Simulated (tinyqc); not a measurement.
# From growth per cycle back to pulse time t

Model: atomic layer deposition: Langmuir saturation, growth per cycle and coating of deep features. Computed by tinyqc, a small Python program. Command: `OMP_NUM_THREADS=1 python tinyqc.py 3018099 3018100 out.jsonl ald inv`. One thread of a shared host (Intel(R) Xeon(R) Processor @ 2.30GHz), about 0.09 s of CPU time with the checks.

Precursor A sticks only on free sites, so a long enough pulse saturates; co-reactant B then frees the sites again.

Inputs (values chosen for the exercise, modelled on aluminium oxide from trimethylaluminium and water):
```
quantity                                 value      unit
precursor mass M                            72         u
site density q                             4.9    1/nm^2
growth per cycle at saturation G           1.1  angstrom
sticking probability beta on free sites  0.001         -
precursor pressure p                      0.31        Pa
temperature T                              225         C
co-reactant completion per pulse c_B      0.99         -
desorption energy E_d                     1.83        eV
purge time t_p                             9.1         s
```

Constants: u = 1.6605390666e-27 kg; k_B = 1.380649e-23 J/K; k_B = 8.617333262e-05 eV/K.

Method:
- Wall flux F = p/sqrt(2 pi M k_B T); rate of filling k_a = beta F/q; desorption k_d = 1e13 exp(-E_d/(k_B T)) per second. 1/m^2 = 1e-18/nm^2.
- Temperatures in kelvin are T(C) + 273.15.
- One cycle from coverage th0: pulse A gives th1 = th_s + (th0 - th_s) exp(-(k_a + k_d) t), th_s = k_a/(k_a + k_d); the purge leaves th2 = th1 exp(-k_d t_p); pulse B converts c_B th2 into film and leaves th3 = (1 - c_B) th2. Growth = G c_B th2.
- The periodic state has th0 = th3: th0 = (1 - c_B) e_p th_s (1 - e_a)/(1 - (1 - c_B) e_p e_a), with e_a = exp(-(k_a + k_d) t), e_p = exp(-k_d t_p).
- Share of impinging molecules used = q (th1 - th0)/(F t).

Question. A run gave the result below. Find the pulse time t, known to lie between 3.2 and 7.8 s.

growth per cycle = 1.060164 angstrom

Answer.

Each step takes the trial c = (a f_b - b f_a)/(f_b - f_a), f being the result less the target and a, b, c the logarithms of the listed values; c replaces end b, the old b replaces a if the sign of f changed, and otherwise f_a is halved.

Scan of the range:
```
pulse time t (s)  growth per cycle (angstrom)
3.20                                  1.02444
3.71                                  1.04779
4.31                                  1.06469
5.00                                  1.07574
5.80                                  1.08243
6.72                                  1.08606
7.80                                  1.08784
```

False position (Illinois rule, in the logarithm of the input) inside the bracket:
```
step    end a    end b    trial  growth per cycle (angstrom)
1     3.71000  4.31000  4.14052                      1.06078
2     3.71000  4.14052  4.09962                      1.05975
3     4.14052  4.09962  4.11612                      1.06017
4     4.09962  4.11612  4.11600                      1.06016
5     4.09962  4.11600  4.11600                      1.06016
6     4.11600  4.11600  4.11600                      1.06016
```

Growth per cycle rises at every point of a 13-point scan of the range (every second point is shown), so one value fits; it is bracketed by 3.71 and 4.31. Answer: pulse time t = 4.116 s.
